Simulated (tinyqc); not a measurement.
MOS capacitor on a p-type substrate, surface potential from the exact charge relation: two steps of the calculation.

Uniform p-type substrate, Boltzmann statistics, full ionisation, classical densities. psi is the surface potential against the body (positive when the bands bend down) and u = psi/Vt. Traps are spread evenly over the gap and neutral at flat band, so their charge is -q Dit psi; the minority quasi-Fermi level is shifted by Vb.

Values chosen for this exercise; band and dielectric values close to those of silicon:
```
symbol,value,unit,meaning
T,450,K,temperature
Eg,1.14,eV,band gap
eps_r,11.5,,relative permittivity
Nc,5.13e19,cm^-3,conduction-band density of states at T
Nv,4.81e19,cm^-3,valence-band density of states at T
N,5e18,cm^-3,acceptor density of the substrate
eox,21.9,,relative permittivity of the gate insulator (close to hafnium oxide)
tox,14,nm,insulator thickness
Nf,1.5e11,cm^-2,"fixed charge at the interface, in units of q"
Dit,4.4e12,cm^-2 eV^-1,density of interface traps
Vb,0,V,reverse bias of the inversion layer against the body
Vg,0.66,V,gate voltage against the body
```

Constants: q = 1.602176634e-19 C, kB = 1.380649e-23 J/K, Vt = kB T/q, eps0 = 8.8541878128e-14 F/cm where lengths are in cm. Results are converted to the units shown.

Task 1. Newton step for the surface potential. u = psi/Vt; F^2 = exp(-u) + u - 1 + r (exp(u) - u - 1); Qs = -sign(u) Q0 F; Cs = -dQs/dpsi = (Q0/Vt) |1 - exp(-u) + r (exp(u) - 1)|/(2 F). f = Vfb + psi + (q Dit psi - Qs)/Cox - Vg, f' = 1 + (Cs + q Dit)/Cox, psi(new) = psi - f/f'.

psi at the start = 1.1170397 V
Cox = 1.3850480 uF/cm^2
Vfb = -0.57956414 V
Q0 = 251.51922 nC/cm^2
r = 1.6861040e-11

Find: u; F; Qs; Cs; f; f'; psi after iteration 1.

Result 1.

u = 28.806
F = 9.0777
Qs = -2283.2 nC/cm^2
Cs = 19.863 uF/cm^2
f = 2.0945 V
f' = 15.850
psi after iteration 1 = 0.98489 V

Task 2. Charges, field and capacitances at the solution. ni = sqrt(Nc Nv) exp(-Eg/(2 Vt)), Eg in volts; phiF = Vt ln(N/ni); Cox = eps0 eox/tox; Vfb = phiM - chi - (Eg - Vt ln(Nv/N)) - q Nf/Cox; Q0 = sqrt(2 eps0 eps_r q N Vt); r = (ni/N)^2 exp(-Vb/Vt); VT = Vfb + [(2 phiF + Vb)(1 + q Dit/Cox) + sqrt(2 eps0 eps_r q N (2 phiF + Vb))/Cox].

Low frequency: 1/C_LF = 1/Cox + 1/(Cs + q Dit). High frequency, in the simple estimate in which traps and minority carriers do not follow: 1/C_HF = 1/Cox + 1/Cd, Cd being Cs with r = 0 at the same psi. Minority sheet density N_inv = (Q0/(2 q)) int_0^u r (exp(t) - 1)/F(t) dt for u > 0. Oxide field |Qs - q Dit psi + q Nf|/(eps0 eox).

converged psi = 0.43619790 V

Wanted: Qs; N_inv; oxide field; Cs; C_LF/Cox; C_HF/Cox.

Result 2.

Qs = -805.20 nC/cm^2
N_inv = 3.3599e5 cm^-2
oxide field = 0.56144 MV/cm
Cs = 1.0130 uF/cm^2
C_LF/Cox = 0.55365
C_HF/Cox = 0.42243

The surface is in depletion (borders at |psi| = 0, phiF + Vb and 2 phiF + Vb = 0.962 V).

tinyqc, about 0.01 s, one thread, Intel Xeon 2.30GHz (shared host): `OMP_NUM_THREADS=1 python tinyqc.py 2060074 2060075 out.jsonl`
